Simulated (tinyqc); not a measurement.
# Trapped share and trap depth from dynamic on-resistance

Question. Traps remove the share ft of the electrons in the drain access (length Ld, sheet resistance Rsh before stress), so Ron grows by Rsh Ld ft/(1 - ft). The recovery time goes as T^(-2) exp(q Ea/(kB T)). Find ft and Ea.

Parameters, values chosen for the exercise:

| symbol | value | unit | meaning |
|---|---|---|---|
| Ld | 1.5 | um | drain access length |

Constants: q = 1.602176634e-19 C, kB = 1.380649e-23 J/K. Results are converted to the units shown.

Ron before and just after an off-state stress (ohm mm): 2.0524845  2.2295936
Rsh = 354.21816 ohm
recovery times at 320 and 390 K (s): 2.5  0.012764734

Solution. The rise of Ron over Rsh Ld is ft/(1 - ft); ln(t T^2) is linear in 1/T.

ft = 0.250
Ea = 0.750 eV

Numbers from tinyqc (`OMP_NUM_THREADS=1 python tinyqc.py 2570059 2570060 out.jsonl`; about 0.02 s on one thread of a shared Intel Xeon 2.30GHz).
